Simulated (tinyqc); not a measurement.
Low-temperature mobility of a two-dimensional electron gas with static screening: one step, computed by the program tinyqc.

One subband is filled, the gas is degenerate and scatters at the Fermi circle; one permittivity serves on both sides of the interface. All formulas are in SI units, masses times m_0. Piezoelectric and polar phonons are left out, and n_s is taken as set by a gate, independent of N_i.

Problem. The integrands at a few angles. Form factors with u = q/b: screening G(q) = [1 + 9u/8 + 3u^2/8]/(1 + u)^3, remote charge P(q) = exp(-q d)/(1 + u)^3. Dielectric function eps(q) = 1 + q_TF G(q)/q, with q = 2 k_F sin(theta/2). Roughness: <|U|^2> = (e F)^2 S(q), S = pi Delta^2 Lambda^2/(1 + q^2 Lambda^2/2)^(3/2). Remote charges: <|U|^2> = N_i [e^2 P(q)/(2 eps eps_0 q)]^2. The last two columns are (m/(pi hbar^3)) <|U|^2>/eps(q)^2.

Inputs (values chosen for the exercise, modelled on a strained silicon well):

| quantity | value | unit |
|---|---|---|
| in-plane mass m | 0.193 | m_0 |
| permittivity eps | 11.5 | - |
| roughness height Delta | 0.42 | nm |
| correlation length Lambda | 4.9 | nm |
| remote charge density N_i | 2.6e+10 | 1/cm^2 |
| distance d of the charges from the interface | 5.2 | nm |

Wave function: Fang-Howard. Roughness spectrum: exponential.

k_F = 0.6139960 1/nm

b = 2.141741 1/nm

q_TF = 1.268581 1/nm

effective field F = 0.9544787 MV/cm

Constants: m_0 = 9.1093837015e-31 kg; hbar = 1.054571817e-34 J s; e = 1.602176634e-19 C; eps_0 = 8.8541878128e-12 F/m.

Give: Integrands (1e9/(s rad)).

Solution.

Integrands (1e9/(s rad)):

| theta (degrees) | q (1/nm) | G | eps(q) | roughness | remote charges |
|---|---|---|---|---|---|
| 5 | 0.0536 | 0.95492 | 23.616 | 253.0 | 6.0853e+01 |
| 15 | 0.1603 | 0.87482 | 7.924 | 1580.1 | 1.4965e+01 |
| 30 | 0.3178 | 0.77596 | 4.097 | 2687.3 | 1.8591e+00 |
| 60 | 0.6140 | 0.63532 | 2.313 | 2137.3 | 3.6320e-02 |
| 90 | 0.8683 | 0.54673 | 1.799 | 1440.0 | 1.2550e-03 |
| 135 | 1.1345 | 0.47524 | 1.531 | 948.8 | 3.8286e-05 |
| 180 | 1.2280 | 0.45402 | 1.469 | 824.0 | 1.1347e-05 |
